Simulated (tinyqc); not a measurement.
# Worked calculation: interface traps from C-V curves, high-low and Terman methods

Numbers from tinyqc (`OMP_NUM_THREADS=1 python tinyqc.py 2030035 2030036 out.jsonl`; about 0.01 s on one thread of a shared Intel Xeon 2.30GHz). Printed values are rounded.

MOS capacitor on an n-type substrate; psi is the band bending, negative in depletion; only majority carriers are counted. At the bending psi the Fermi level lies y = xi - psi below the conduction edge at the surface, xi = Vt ln(Nc/Nd). Dit(y) = D0 + D1 exp(-y/E1); traps fill up to the Fermi level, follow the bias and a slow signal, and do not follow a fast one. V is the gate voltage from flat band.

Inputs (values chosen for the exercise); band and dielectric values close to those of silicon: temperature T = 200 K; relative permittivity eps_r = 11.6; conduction-band density of states at T Nc = 1.55e19 cm^-3; donor density Nd = 6.5e16 cm^-3; equivalent oxide thickness EOT = 3.2 nm; trap density far from the band edge D0 = 2.5e12 cm^-2 eV^-1; band-tail density at the conduction edge D1 = 6.2e13 cm^-2 eV^-1; decay energy of the tail E1 = 0.11 eV; points n = 7; deepest band bending pa = -0.73 V; shallowest band bending pb = -0.026 V.

Constants: q = 1.602176634e-19 C, kB = 1.380649e-23 J/K, Vt = kB T/q, eps0 = 8.8541878128e-14 F/cm where lengths are in cm. Results are converted to the units shown.

Range of the model: Traps more than about 25 kB T below the conduction edge emit electrons too slowly to follow an ordinary sweep, so the deepest points are idealised.

## The curves

Cox = 3.9 eps0/EOT, LD = sqrt(eps0 eps_r Vt/(q Nd)), u = psi/Vt, Cd = (eps0 eps_r/(sqrt(2) LD)) |exp(u) - 1|/sqrt(exp(u) - u - 1). Ideal V0 = psi - sqrt(2) (eps0 eps_r Vt/LD) sqrt(exp(u) - u - 1)/Cox for psi < 0; the traps add dV = (q/Cox) times the integral of Dit from 0 to psi = (q/Cox) [D0 psi + D1 E1 exp(-xi/E1) (exp(psi/E1) - 1)]. 1/C_HF = 1/Cox + 1/Cd, 1/C_LF = 1/Cox + 1/(Cd + q Dit). Take n equally spaced psi from pa to pb.

```
point    psi (V)    y (eV)  Dit (cm^-2 eV^-1)     V0 (V)     V (V)  C_HF (nF/cm^2)  C_LF (nF/cm^2)
0      -0.730000  0.824346         2.53450e12  -0.844430  -1.54431         80.1851         338.254
1      -0.612667  0.707013         2.60023e12  -0.717255  -1.37251         87.1214         346.957
2      -0.495333  0.589679         2.79125e12  -0.589052  -1.19763         96.3240         365.617
3      -0.378000  0.472346         3.34627e12  -0.459410  -1.01537         109.411         408.711
4      -0.260667  0.355013         4.95898e12  -0.327540  -0.81361         130.321         503.161
5      -0.143333  0.237679         9.64499e12  -0.191465  -0.55745         172.900         667.674
6      -0.026000  0.120346         2.32610e13  -0.041201  -0.14126         345.315         859.962
```

Cox = 1079.10 nF/cm^2

At the deepest bending the traps stretch the gate voltage from -0.844 to -1.54 V.

## High-low extraction

q Dit = (1/C_LF - 1/Cox)^(-1) - (1/C_HF - 1/Cox)^(-1) at each point.

Dit by high-low, point 0 to 6 (cm^-2 eV^-1): 2.53450e12  2.60023e12  2.79125e12  3.34627e12  4.95898e12  9.64499e12  2.32610e13

With a true high-frequency curve this returns Dit exactly.

## Terman extraction

psi at each point follows from C_HF and the ideal curve. Dit = (Cox/q) d(V - V0)/dpsi by central differences over the two neighbours.

Dit by Terman, point 1 to 5 (cm^-2 eV^-1): 2.62035e12  2.84970e12  3.51612e12  5.45253e12  1.10791e13

The differences overstate the curved tail; the largest error is 15 %, at point 5.
